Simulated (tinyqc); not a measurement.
# Fully depleted semiconductor-on-insulator film with two gates, non-linear Poisson equation by Newton steps: what changes with what

One dimension across the film, front interface at x = 0, back interface at x = ts. psi is counted from the intrinsic level, n = ni exp(psi/Vt) (source grounded), holes neglected, acceptors ionised. Gates act through Cox = eps0 eox/tox and Cbox = 3.9 eps0/tb with potentials G1 = Vg - (phiM - chi - Vt ln(Nc/ni)) and G2 = Vb - (phiB - chi - Vt ln(Nc/ni)). Classical Boltzmann densities, no interface charge, no depletion in the back plane.

Inputs (values chosen for the exercise); band and dielectric values close to those of silicon: temperature T = 400 K; band gap Eg = 1.12 eV; relative permittivity eps_r = 11.8; conduction-band density of states at T Nc = 4.31e19 cm^-3; valence-band density of states at T Nv = 4.1e19 cm^-3; electron affinity chi = 4.02 eV; relative permittivity of the gate insulator (close to aluminium oxide) eox = 8.93; insulator thickness tox = 3 nm; film thickness ts = 10 nm; buried-oxide thickness (eps_r 3.9) tb = 10 nm; acceptor density of the film Na = 1e15 cm^-3; work function of the front gate phiM = 4.67 eV; work function of the back plane phiB = 4.07 eV; back-gate voltage Vb = 0 V.

Constants: q = 1.602176634e-19 C, kB = 1.380649e-23 J/K, Vt = kB T/q, eps0 = 8.8541878128e-14 F/cm where lengths are in cm. Results are converted to the units shown.

Each table varies one quantity; the others keep the values above.

## Charge against front-gate voltage

ni = sqrt(Nc Nv) exp(-Eg/(2 Vt)), Eg in volts. The Poisson equation eps0 eps_r d2psi/dx2 = q (n + Na), with -eps0 eps_r dpsi/dx = Cox (G1 - psi) at x = 0 and eps0 eps_r dpsi/dx = Cbox (G2 - psi) at x = ts, is solved on 300 equal intervals with half boxes at both ends; N_inv is the trapezoid sum of n. Swing = ln 10/(d ln N_inv/dVg); the last column is (dN_inv/dVb)/(dN_inv/dVg).

Results:
columns A: Vg (V); B: psi front (V); C: psi back (V); D: N_inv (cm^-2); E: centroid/ts; F: swing (mV/decade); G: q dN_inv/dVg over Cox; H: back/front leverage
```
A           B      C        D      E       F        G      H
0.01  -0.0263  0.107   2.09e7  0.763     108  2.72e-5  0.355
0.31    0.246  0.311  1.37e10  0.648     108   0.0178  0.309
0.46    0.372  0.392  2.28e11  0.549     158    0.202  0.262
0.61    0.465  0.425  1.11e12  0.400     310    0.499  0.196
0.76    0.523  0.435  2.60e12  0.284     526    0.692  0.159
0.91    0.560  0.438  4.45e12  0.214     784    0.793  0.143
1.06    0.586  0.440  6.48e12  0.171  1.07e3    0.849  0.135
1.21    0.606  0.441  8.62e12  0.143  1.37e3    0.882  0.131
```

Estimate the missing row, Vg = 0.16 V.

Computed row:
columns A: Vg (V); B: psi front (V); C: psi back (V); D: N_inv (cm^-2); E: centroid/ts; F: swing (mV/decade); G: q dN_inv/dVg over Cox; H: back/front leverage
```
A         B      C       D      E    F        G      H
0.16  0.110  0.210  5.30e8  0.713  106  6.99e-4  0.335
```

With this row back in the table: N_inv passes 1e11 cm^-2 at Vg = 0.409 V. The swing starts at 108 mV a decade, against (1 + k) Vt ln 10 = 87.2 for a front channel with k = Cs Cbox/(Cox (Cs + Cbox)) = 0.0985, Cs = eps0 eps_r/ts; above threshold this column is no longer a subthreshold swing. The centroid falls from 0.763 to 0.143 of ts and the leverage of the back gate falls from 0.355 to 0.131. For Vg = 0.76, 0.91, 1.06, 1.21 the density at an interface exceeds 0.3 Nc, where Boltzmann statistics fail. For Vg = 0.01, 0.16, 0.76, 0.91, 1.06, 1.21 the classical centroid lies within 3 nm of an interface, where confinement, left out, would push it away.

## Threshold and coupling against the acceptor density of the film

VT is the Vg for N_inv = 1e11 cm^-2; -dVT/dVb from the linearised equation. Limits with Cs = eps0 eps_r/ts: front channel Cs Cbox/(Cox (Cs + Cbox)), back channel Cbox (Cox + Cs)/(Cox Cs). Swing at N_inv = 1e8 cm^-2.

The same in every row: front-channel limit = 0.0985; back-channel limit = 0.462.

Threshold and coupling against the acceptor density of the film:
```
Na (cm^-3)  VT (V)  centroid/ts at VT  -dVT/dVb  swing (mV/decade)
1e15         0.409              0.589     0.282                107
3e15         0.410              0.589     0.282                107
9e15         0.410              0.588     0.282                107
3e16         0.413              0.585     0.281                107
8e16         0.418              0.578     0.278                107
2e17         0.431              0.559     0.271                106
7e17         0.484              0.473     0.241                104
2e18         0.601              0.248     0.170               97.4
```

What does the table show?

As Na goes from 1e15 to 2e18, VT rises from 0.409 to 0.601 V, the centroid falls from 0.589 to 0.248 of ts and -dVT/dVb falls from 0.282 to 0.170. The coupling covers 50.7 % of the way from the front-channel to the back-channel limit in the first row and 19.6 % in the last.

tinyqc, about 0.3 s, one thread, Intel Xeon 2.30GHz (shared host): `OMP_NUM_THREADS=1 python tinyqc.py 2190070 2190071 out.jsonl`
